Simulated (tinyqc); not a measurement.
# One electron in a tunnel-coupled double dot: charge qubit, sensing and quantum capacitance: two studies

Basis (left, right), H = [[ep/2, tc], [tc, -ep/2]], splitting Om = sqrt(ep^2 + 4 tc^2), ep = al times the gate voltage. In equilibrium the electron is on the right with the chance P_R = [1 + (ep/Om) tanh(Om/2 kB T)]/2.

Parameters, values chosen for the exercise: tunnel coupling tc = 17 ueV; electron temperature T = 0.12 K; lever arm of the gate on the detuning al = 0.15 eV/V; resonator frequency f0 = 622 MHz; deviation of quasi-static detuning noise se = 4.5 ueV.

Constants: q = 1.602176634e-19 C, kB = 1.380649e-23 J/K, hbar = 1.054571817e-34 J s, h = 6.62607015e-34 J s, Vt = kB T/q. Results are converted to the units shown.

Each table varies one quantity; the others keep the values above.

## Peak signal against tunnel coupling

At ep = 0: q^2 al^2 dP_R/d(ep) splits into Cq = q^2 al^2 (2 tc^2/Om^3) tanh(Om/2 kB T) and Ct = q^2 al^2 (ep/Om)^2/(4 kB T cosh^2(Om/2 kB T)); Ct appears only if relaxation is faster than the drive. A resonator of frequency f0, capacitance Cp and quality factor Q shifts by df = -f0 Cq/(2 Cp) and its phase by -2 Q Cq/Cp. The slope dP_R/d(ep) there is tanh(tc/kB T)/(4 tc).

Result of one run:
```
tc (ueV)  tc/kB T  Cq (aF)  slope (1/ueV)  2 tc/h (GHz)
11          1.064    64.49        0.01789         5.320
```

What becomes of these results when the tunnel coupling tc is changed from 11 to 200 ueV, all else the same?

Result of the changed run:
```
tc (ueV)  tc/kB T  Cq (aF)  slope (1/ueV)  2 tc/h (GHz)
200         19.34    4.506       0.001250         96.72
```

The whole series:
```
tc (ueV)  tc/kB T  Cq (aF)  slope (1/ueV)  2 tc/h (GHz)
1.2        0.1160    86.76        0.02407        0.5803
2.6        0.2514    85.36        0.02368         1.257
5.3        0.5125    80.25        0.02226         2.563
11          1.064    64.49        0.01789         5.320
23          2.224    38.28        0.01062         11.12
47          4.545    19.17       0.005318         22.73
97          9.380    9.291       0.002577         46.91
200         19.34    4.506       0.001250         96.72
```

The peak Cq falls from 86.8 to 4.51 aF: it levels off at q^2 al^2/(4 kB T) = 87.2 aF for weak coupling and goes as tc^(-1.00) between the last two rows. Below tc of about kB T the slope measures temperature rather than coupling. For tc = 1.2, 2.6 2 tc/h is less than three times the drive frequency f0, so the electron cannot follow adiabatically.

## Coherence against detuning

Noise in ep shifts Om by (ep/Om) d + (2 tc^2/Om^3) d^2. For Gaussian d of deviation se the spread of Om is sqrt[(ep se/Om)^2 + 2 (2 tc^2 se^2/Om^3)^2], and T2* is estimated as sqrt(2) hbar/spread; Om T2*/h counts the oscillations within T2*.

Coherence against detuning:
```
ep (ueV)  Om (ueV)  T2* (ns)  oscillations within T2*
0            34.00     2.210                    18.17
0.85         34.01     2.137                    17.58
1.7          34.04     1.956                    16.10
3.4          34.17     1.525                    12.60
6.8          34.67    0.9619                    8.064
14           36.77    0.5333                    4.742
26           42.80    0.3395                    3.514
51           61.29    0.2486                    3.684
100          105.6    0.2185                    5.580
```

T2* falls from 2.21 to 0.218 ns, towards sqrt(2) hbar/se = 0.207 ns far from the anticrossing; the first row is 10.1 times the last. First and second order are equal near ep = sqrt(2) se/2 = 3.18 ueV.

Computed by the program tinyqc: `OMP_NUM_THREADS=1 python tinyqc.py 2470106 2470107 out.jsonl`, one thread of a shared Intel Xeon 2.30GHz, about 0.01 s for the whole run.
